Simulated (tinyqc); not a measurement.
Composition and strain of an epitaxial Si(1-x)Ge(x) layer from Raman and X-ray peaks: one step, computed by the program tinyqc.

A (001) layer, biaxially strained in the plane. The Raman peaks follow empirical lines omega = w0 + c1 x + c3 x^3 + b eps (c3 for Si-Ge alone), with eps the in-plane strain.

Task: X-ray (004) reflection. Bragg angle theta = arcsin(2 lambda/a) for (004), for the substrate with a_sub and the layer with a_perp; separation in arc seconds.

Inputs (values chosen for the exercise, modelled on silicon-germanium): X-ray wavelength = 1.540598 angstrom.

Substrate: silicon.

substrate constant a_sub = 5.431 angstrom

a_perp = 5.624353 angstrom

Give: theta of the substrate; theta of the layer; separation, layer less substrate.

Result:

theta of the substrate = 34.56 degree

theta of the layer = 33.22 degree

separation, layer less substrate = -4846 arcsec
